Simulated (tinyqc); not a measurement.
Threshold of a short bulk MOSFET: charge sharing, barrier lowering, narrow width: two steps of the calculation.

n-channel device on a p-type body, depletion approximation, full ionisation. Uniform doping N = Na. Vbi from Boltzmann statistics is rough for the degenerate source. Cox = eps0 eox/tox.

Parameters, values chosen for the exercise; band and dielectric values close to those of silicon:
```
symbol    value   unit                                                                 meaning
T           300      K                                                             temperature
Eg         1.13     eV                                                                band gap
eps_r      11.8                                                          relative permittivity
Nc      2.76e19  cm^-3                                  conduction-band density of states at T
Nv      2.63e19  cm^-3                                     valence-band density of states at T
eox         3.9         relative permittivity of the gate insulator (close to silicon dioxide)
tox         2.9     nm                                                     insulator thickness
Na       2.1e17  cm^-3                                                          channel doping
Nsd        1e20  cm^-3                                                 source and drain doping
Vfb       -0.77      V                                     flat-band voltage for the doping Na
xj           81     nm                                                          junction depth
Vbs           0      V                                                     body-source voltage
Vds           1      V                                                    drain-source voltage
W          2000     nm                                                              gate width
xw       0.7854                      shape factor of the fringing depletion at the width edges
L           160     nm                                                          channel length
```

Constants: q = 1.602176634e-19 C, kB = 1.380649e-23 J/K, Vt = kB T/q, eps0 = 8.8541878128e-14 F/cm where lengths are in cm. Results are converted to the units shown.

Question 1. Long-channel threshold and scales. ni = sqrt(Nc Nv) exp(-Eg/(2 Vt)), Eg in volts; 2 pB = 2 Vt ln(N/ni); flat band Vfb - Vt ln(N/Na); Wd = sqrt(2 eps0 eps_r (2 pB - Vbs)/(q N)); body term q N Wd/Cox; long-channel VT0 = flat band + 2 pB + body term; Vbi = Vt ln(N Nsd/ni^2); scale length l = sqrt((eps_r/eox) tox Wd).

Find: N; 2 pB; flat band; Wd; body term; VT0; Vbi; l.

Answer 1.

N = 2.1000e17 cm^-3
2 pB = 0.87901 V
flat band = -0.77000 V
Wd = 73.886 nm
body term = 0.20877 V
VT0 = 0.31779 V
Vbi = 1.0384 V
l = 25.462 nm

Question 2. Short-channel and narrow-width shifts. Charge sharing (trapezoid; it ignores Vds): F = (xj/L)(sqrt(1 + 2 Wd/xj) - 1), lowering = body term times F. Barrier lowering: th = exp(-L/(2 l)) + 2 exp(-L/l), lowering = th [2 (Vbi - 2 pB) + Vds], DIBL = th. Narrow width: rise = body term times xw Wd/W. VT by each model = VT0 - lowering + rise.

2 pB = 0.87901120 V
Wd = 73.886097 nm
body term = 0.20877432 V
VT0 = 0.31778552 V
Vbi = 1.0384099 V
l = 25.461798 nm

Find: F; lowering by charge sharing; th; lowering of the barrier; DIBL; narrow-width rise; VT, charge sharing; VT, barrier lowering.

Answer 2.

F = 0.34454
lowering by charge sharing = 71.932 mV
th = 0.046930
lowering of the barrier = 61.891 mV
DIBL = 46.930 mV/V
narrow-width rise = 6.0576 mV
VT, charge sharing = 0.25191 V
VT, barrier lowering = 0.26195 V

L is 6.28 scale lengths. The charge-sharing lowering is 16 % above the barrier lowering; the first falls off as 1/L and the second exponentially. Both describe the same loss of gate control, so they are alternatives and are not added.

Computed by the program tinyqc: `OMP_NUM_THREADS=1 python tinyqc.py 2002045 2002046 out.jsonl`, one thread of a shared Intel Xeon 2.30GHz, about 0.01 s for the whole run.
